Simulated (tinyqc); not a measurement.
What moves the results: optical gain and spontaneous emission in a bulk direct-gap semiconductor. A value that a table varies takes the place of the one given here.

Parabolic bands, vertical transitions, no excitons. For each hole band j: mr = me mj/(me + mj); joint density of states J_j(E) = (mr/c)^(3/2) sqrt(E - Eg)/(2 pi^2), both spins, c = hbar^2/2m0; averaged matrix element |e.p|^2 = m0 Ep/6; alpha_j(E) = 4 pi^2 alpha_f c Ep J_j/(3 nr E) in 1/angstrom (alpha_f the fine-structure constant, listed as alpha among the constants), times 1e8 for 1/cm.

F_j(eta) = (1/Gamma(j + 1)) integral_0^infinity x^j dx/(1 + exp(x - eta)), which tends to exp(eta) for eta << 0.

Quasi-Fermi levels: n = Nc F_1/2(Fc/kT) and p = Nv F_1/2(Fv/kT), Fc counted up from the conduction edge and Fv down from the valence edge; Nc, Nv from N = 2 (m kB T/(4 pi c))^(3/2) with c = hbar^2/2m0, in 1/angstrom^3; times 1e24 for 1/cm^3, with me and (mhh^(3/2) + mlh^(3/2))^(2/3).

For band j the electron sits at Ee = (E - Eg) mr/me above its edge and the hole at Eh = (E - Eg) mr/mj; fe = 1/(1 + exp((Ee - Fc)/kT)), fh = 1/(1 + exp((Eh - Fv)/kT)); gain g = sum_j alpha_j (fe + fh - 1).

Spontaneous rate: R = integral of (nr E/(hbar c))^2/(pi^2 hbar) sum_j alpha_j fe fh dE, with alpha in 1/cm and (nr E/(hbar c))^2 in 1/cm^2 (1e16 per 1/angstrom^2); B = R/(n p); lifetime n/R.

Constants: hbar^2/2m0 = 3.80998211 eV angstrom^2; fine-structure constant alpha = 0.007297352564; kB = 8.617333262e-05 eV/K; hbar = 6.58211957e-16 eV s; hbar c = 1973.269805 eV angstrom.

Values chosen for the exercise (near those of GaN; shifted at random, so the results belong to these values and not to a real crystal): Eg = 3.394 eV (direct gap); me = 0.2058 m0 (electron mass); mhh = 1.383 m0 (heavy-hole mass); mlh = 0.2881 m0 (light-hole mass); Ep = 17.4 eV (Kane energy); nr = 2.61 (refractive index); T = 350 K; n = 1.3e+19 1/cm^3 (injected density, n = p).

## Peak gain against injection

The peak is the largest g over E; a dash marks no gain.

Gain:
```
n (1/cm^3)  Fc (eV)  Fv (eV)  peak gain (1/cm)  peak E - Eg (eV)  B (cm^3/s)
4.0e+18      0.0233  -0.0790                 -                 -    4.48e-11
6.4e+18      0.0458  -0.0644                 -                 -    4.20e-11
9.1e+18      0.0655  -0.0533               110            0.0042    3.93e-11
1.1e+19      0.0775  -0.0472               417            0.0109    3.76e-11
1.4e+19      0.0946  -0.0393               983            0.0210    3.53e-11
1.8e+19      0.1148  -0.0310              1748            0.0334    3.26e-11
2.4e+19      0.1419  -0.0212              2820            0.0500    2.94e-11
3.2e+19      0.1742  -0.0110              4083            0.0690    2.61e-11
```

transparency density (Fc + Fv = 0) = 7.95e+18 1/cm^3

What does this show?

Gain starts at 7.95e+18 1/cm^3, where Fc = -Fv = 0.0576 eV: with Nv/Nc = 19 the electrons must be degenerate before the holes are. The slope of peak gain against n is 1.62e-16 cm^2 between the first two rows with gain and 1.58e-16 between the last two; the peak moves from 0.0042 to 0.0690 eV above the gap as the bands fill, and B falls by a factor 1.72. Line broadening and gap shrinkage are left out.

## Gain spectrum

At the density n.

Spectrum:
```
E - Eg (eV)  alpha, empty (1/cm)  fe, heavy  fh, heavy  g (1/cm)
0.005                       4059      0.943      0.197       561
0.010                       5731      0.935      0.193       718
0.020                       8082      0.915      0.187       785
0.030                       9869      0.890      0.180       646
0.045                      12034      0.840      0.171       117
0.060                      13836      0.773      0.162      -800
0.080                      15884      0.656      0.151     -2658
0.100                      17657      0.517      0.140     -5196
0.130                      19961      0.311      0.125     -9760
0.170                      22570      0.124      0.108    -15665
0.220                      25320      0.032      0.089    -21313
```

Fc + Fv = 0.0473 eV

What does this show?

g is positive below E - Eg = 0.0473 eV; the largest value listed is 785 1/cm at 0.020 eV. At 0.220 eV above the gap g is -0.84 times the absorption of the empty crystal, whose limit is -1.

## Transparency density and B against temperature

Eg is held fixed; B is taken at n = 1e15 1/cm^3.

Results:
```
T (K)  transparency density (1/cm^3)  Fc/kT there  B (cm^3/s)
100                         1.21e+18        1.909    3.27e-10
150                         2.23e+18        1.909    1.78e-10
200                         3.43e+18        1.909    1.16e-10
250                         4.80e+18        1.909    8.32e-11
300                         6.31e+18        1.909    6.34e-11
350                         7.95e+18        1.909    5.04e-11
400                         9.71e+18        1.909    4.14e-11
500                         1.36e+19        1.909    2.97e-11
```

What can be read from the table?

Fc/kT at transparency stays at 1.909, since it depends on Nv/Nc alone, so the density goes as T^1.50. B goes as T^-1.49, against T^-1.5 for non-degenerate carriers: hot carriers spread over k and fewer pairs share a wave vector.

## What moves transparency and gain

Transparency is Fc + Fv = 0; the peak is the largest g over E at the density n (0 if none). Each row changes one parameter from the base and keeps the others.

Results:
```
case                 transparency density (1/cm^3)  Fc + Fv (eV)  peak gain (1/cm)
base                                      7.95e+18        0.0473               790
me = 0.2367 m0                            9.08e+18        0.0330               612
mhh = 0.83 m0                             6.19e+18        0.0699              1744
Ep = 19.1 eV                              7.95e+18        0.0473               867
T = 390 K                                 9.35e+18        0.0343               450
n = 1.69e+19 1/cm^3                       7.95e+18        0.0764              1540
nr = 2.74                                 7.95e+18        0.0473               753
```

How do the results move?

The largest shifts from the base row, up to three for each result and ties (the steps differ in size, so this ranks the rows, not the parameters). transparency density (1/cm^3): mhh -1.76e+18, T +1.40e+18, me +1.14e+18; unchanged at the printed digits by Ep, n and nr. Fc + Fv (eV): n +0.0290, mhh +0.0226, me -0.0144; unchanged at the printed digits by Ep and nr. peak gain (1/cm): mhh +953, n +750, T -340.

Run: tinyqc, `OMP_NUM_THREADS=1 python tinyqc.py 1651670 1651671 out.jsonl`; Intel(R) Xeon(R) Processor @ 2.30GHz, one thread, shared host; about 0.1 s of CPU time with all checks.
